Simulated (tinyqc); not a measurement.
# Pillar capacitor in an array: capacitance, non-linearity, leakage and relaxation: what changes with what

A film between two metal electrodes, each interface adding a series capacitance ci. The small-signal permittivity is ek (1 + aq E^2); the field is found with the linear permittivity. Leakage J = J0 sinh(E/Ef). After a voltage step the film passes a relaxation current kr C V tt^(-nr), tt being the time in seconds. The sidewall is a coaxial capacitor with radii a = dm/2 and b = dm/2 + t, depth AR dm; the end face is left out.

Inputs (values chosen for the exercise); permittivity of the order of that of aluminium oxide:
```
symbol,value,unit,meaning
ek,9.19,,relative permittivity of the film
t,29,nm,film thickness
ci,220,uF/cm^2,capacitance of each electrode interface (dead layer and screening)
aq,0.003,cm^2/MV^2,quadratic field coefficient of the permittivity
V,1,V,bias
nr,0.993,,exponent of the relaxation current
kr,0.0003,,strength of the relaxation
J0,4.7e-10,A/cm^2,leakage prefactor
Ef,0.36,MV/cm,field for an e-fold rise of the leakage
dm,240,nm,diameter of the pillar
pt,420,nm,pitch of the square array
rho,450,uohm cm,resistivity of the inner electrode
t0,2e-8,s,duration of the write pulse
```

Constants: eps0 = 8.8541878128e-14 F/cm where lengths are in cm. Results are converted to the units shown.

Each table varies one quantity; the others keep the values above.

## Capacitance, non-linearity and leakage against thickness

Planar film: Cf = eps0 ek/t, 1/C = 1/Cf + 2/ci, EOT = 3.9 eps0/C, effective permittivity C t/eps0, E = (V/t) C/Cf; quadratic coefficient [C(V)/C - 1]/V^2 with Cf (1 + aq E^2) in C(V).

Capacitance, non-linearity and leakage against thickness:
```
t (nm)  C (uF/cm^2)  EOT (nm)  effective permittivity  E (MV/cm)  quadratic coefficient (ppm/V^2)  J (A/cm^2)
2.5           3.161     1.092                   8.926      3.885                          4.392e4    1.143e-5
3.7           2.156     1.602                   9.010      2.650                          2.064e4    3.695e-7
5.5           1.460     2.365                   9.068      1.794                             9527    3.430e-8
8.2          0.9834     3.511                   9.108      1.209                             4343    6.739e-9
12           0.6739     5.124                   9.134     0.8282                             2045    2.322e-9
18           0.4502     7.670                   9.152     0.5533                            914.6    1.042e-9
27           0.3005     11.49                   9.165     0.3694                            408.2   5.714e-10
40           0.2030     17.01                   9.173     0.2495                            186.5   3.525e-10
60           0.1354     25.49                   9.179     0.1665                            83.03   2.252e-10
```

C falls from 3.16 to 0.135 uF/cm^2 while the effective permittivity goes from 8.93 to 9.18 (ek = 9.19). EOT is a straight line in t with slope 3.9/ek = 0.424 and intercept 0.0314 nm. The quadratic coefficient goes as t^(-1.93) between the first two rows and t^(-2.00) between the last two (-2 without interfaces), and J falls by 4.71 decades. For t = 2.5, 3.7 direct tunnelling, left out, would add to the leakage.

## Cell against the aspect ratio

Per length 1/c = ln(b/a)/(2 pi eps0 ek) + (1/a + 1/b)/(2 pi ci); cell capacitance c AR dm; per footprint over pt^2; fields c V/(2 pi eps0 ek r) at r = a and b; resistance of the inner electrode rho AR dm/(pi a^2); time constant R C/3 of the distributed line.

The same in every row: field at a (MV/cm) = 0.38401; field at b (MV/cm) = 0.30927.

Cell against the aspect ratio:
```
AR   cell capacitance (fF)  per footprint (uF/cm^2)  R (kohm)  R C/3 (ps)
5                   2.8271                   1.6027   0.11937     0.11249
10                  5.6542                   3.2053   0.23873     0.44995
20                  11.308                   6.4107   0.47746      1.7998
30                  16.963                   9.6160   0.71620      4.0495
50                  28.271                   16.027    1.1937      11.249
70                  39.580                   22.437    1.6711      22.048
100                 56.542                   32.053    2.3873      44.995
```

Read the table: what changes, and by how much?

As AR goes from 5 to 100, the cell capacitance rises from 2.83 to 56.5 fF, the capacitance per footprint rises from 1.60 to 32.1 uF/cm^2, the ratio of the two fields stays at 1.24 and R C/3 rises from 0.112 to 45.0 ps; the time constant goes as AR^(2.00) between the first two rows and AR^(2.00) between the last two.

## Charge lost after writing

Planar film: Cf = eps0 ek/t, 1/C = 1/Cf + 2/ci, EOT = 3.9 eps0/C, effective permittivity C t/eps0, E = (V/t) C/Cf. A capacitor written for t0 and then left open loses, as a share of C V, kr (tt^(1 - nr) - t0^(1 - nr))/(1 - nr) by relaxation and J tt/(C V) by leakage; both are taken as small, and rows far outside that range are left out.

The same in every row: leakage current (nA/cm^2) = 0.52055.

Charge lost after writing:
```
tt (s)  relaxation current (nA/cm^2)  loss by relaxation (%)  loss by leakage (%)  total loss (%)
1e-6                           76222                 0.10510            1.8600e-7         0.10510
1e-5                          7746.1                 0.16832            1.8600e-6         0.16832
0.0001                        787.19                 0.23256            1.8600e-5         0.23258
0.001                         79.998                 0.29785            1.8600e-4         0.29804
0.01                          8.1298                 0.36420            0.0018600         0.36606
0.1                          0.82619                 0.43163             0.018600         0.45023
1                           0.083962                 0.50015              0.18600         0.68615
10                         0.0085326                 0.56979               1.8600          2.4297
100                        8.6712e-4                 0.64056               18.600          19.240
```

What does the comparison show?

The two currents are equal at tt = 0.159 s. The loss by relaxation grows from 0.105 to 0.641 %, by 0.0632 points over the first decade and 0.0708 over the last, while the loss by leakage grows tenfold a decade. Leakage is the larger loss for tt = 10, 100 s. For tt = 100 the falling voltage would already cut the leakage, so the linear estimate overstates the loss.

tinyqc, about 0.01 s, one thread, Intel Xeon 2.30GHz (shared host): `OMP_NUM_THREADS=1 python tinyqc.py 2102152 2102153 out.jsonl`
